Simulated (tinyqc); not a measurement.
Worked calculation: stepped quantum well by finite differences. Values are carried at full precision from step to step, so a last printed digit may differ when a step is redone from the rounded ones.

Finite differences on points z_i at the centres of cells of width h: H_ii = (c/h^2)(1/m_(i-1/2) + 1/m_(i+1/2)) + V_i, H_(i,i+1) = -(c/h^2)/m_(i+1/2), where m_(i+1/2) is the mean of the masses at the two points (the end values are repeated outwards), psi = 0 on the points beyond both ends, c = hbar^2/2m0. The field adds e F (z - z0) with z0 the middle of the structure; 1 kV/cm = 1e-5 eV/angstrom.

Constants: hbar^2/2m0 = 3.80998211 eV angstrom^2.

Parameters, chosen for this exercise (near those of a GaAs well in AlGaAs; the results hold for these values, not for the real material): layers = ((72, 0.178, 0.0853), (48, 0, 0.0677), (96, 0.055, 0.0732), (72, 0.178, 0.0853)) (each layer: thickness in angstrom, band edge in eV, mass in m0); F = 0 kV/cm (field along z); h = 24 angstrom (cell width of the coarse grid); hf = 1.5 angstrom (cell width of the fine grid).

## The coarse grid

List the points, the potential with the field, and the masses.

Grid:

| i | z (angstrom) | V (eV) | m (m0) |
|---|---|---|---|
| 1 | 12.0 | 0.1780 | 0.0853 |
| 2 | 36.0 | 0.1780 | 0.0853 |
| 3 | 60.0 | 0.1780 | 0.0853 |
| 4 | 84.0 | 0.0000 | 0.0677 |
| 5 | 108.0 | 0.0000 | 0.0677 |
| 6 | 132.0 | 0.0550 | 0.0732 |
| 7 | 156.0 | 0.0550 | 0.0732 |
| 8 | 180.0 | 0.0550 | 0.0732 |
| 9 | 204.0 | 0.0550 | 0.0732 |
| 10 | 228.0 | 0.1780 | 0.0853 |
| 11 | 252.0 | 0.1780 | 0.0853 |
| 12 | 276.0 | 0.1780 | 0.0853 |

## The tridiagonal Hamiltonian

Form the diagonal and the neighbouring elements; V in the grid already includes the field.

diagonal H_ii (eV): 0.3331  0.3331  0.3420  0.1842  0.1916  0.2393  0.2357  0.2357  0.2288  0.3390  0.3331  0.3331

H_(i,i+1) (eV): -0.0775  -0.0775  -0.0865  -0.0977  -0.0939  -0.0904  -0.0904  -0.0904  -0.0835  -0.0775  -0.0775

## Lowest levels on the coarse grid

Diagonalise the symmetric tridiagonal matrix; give the three lowest levels and the weights u_i^2 (sum 1) of the two lowest.

levels (eV): 0.0430  0.0904  0.1536

weights on the points:
```
             1      2      3      4      5      6      7      8      9     10     11     12
level 1  0.000  0.002  0.027  0.280  0.382  0.182  0.082  0.033  0.011  0.001  0.000  0.000
level 2  0.000  0.002  0.018  0.121  0.046  0.017  0.192  0.330  0.236  0.034  0.004  0.000
```

## Halving the cell width

The same with h, h/2, ..., h/32. The end points move with h, since psi vanishes half a cell beyond the structure. Richardson value (4 E(h/32) - E(h/16))/3.

Convergence:

| cell (angstrom) | points | E1 (eV) | E2 (eV) | E1 - finest (meV) |
|---|---|---|---|---|
| 24.0000 | 12 | 0.04303 | 0.09040 | -4.164 |
| 12.0000 | 24 | 0.04610 | 0.09412 | -1.095 |
| 6.0000 | 48 | 0.04691 | 0.09515 | -0.275 |
| 3.0000 | 96 | 0.04712 | 0.09542 | -0.066 |
| 1.5000 | 192 | 0.04718 | 0.09549 | -0.013 |
| 0.7500 | 384 | 0.04719 | 0.09551 | 0.000 |

Richardson values of E1, E2 (eV): 0.04719  0.09552

The coarse grid is 4.2 meV too low in E1. The last differences between rows shrink by a factor 3.9 (4 for a pure h^2 error, 2 for one linear in h).

## Positions and dipoles on the fine grid

With h sum psi^2 = 1: <z - z0> of three levels, |z_12| and |z_13|, the mass m1 from 1/m1 = <1|1/m|1>, and f_1j = (m1/c)(E_j - E_1) z_1j^2.

levels (eV): 0.0472  0.0955  0.1658

<z - z0> (angstrom): -28.4  18.3  7.0

|z_12|, |z_13| (angstrom): 28.21  9.14

m1 = 0.0704 m0

f_12, f_13: 0.710  0.183

Parity is broken, so the 1-3 transition is allowed, with 0.26 times the strength of 1-2. E2 - E1 = 48.3 meV, a wavelength of 25.7 micrometre (hc = 1239.841984 eV nm).

## Checks

- E1 at zero field on the grid h/32 against transfer matrices between the same hard ends, eV: both 0.0472.

Computed by tinyqc, a small Python program: `OMP_NUM_THREADS=1 python tinyqc.py 1281611 1281612 out.jsonl` (the numbers bound the seed that draws the inputs); one thread of a shared host (Intel(R) Xeon(R) Processor @ 2.30GHz), about 0.02 s for the whole set of steps.
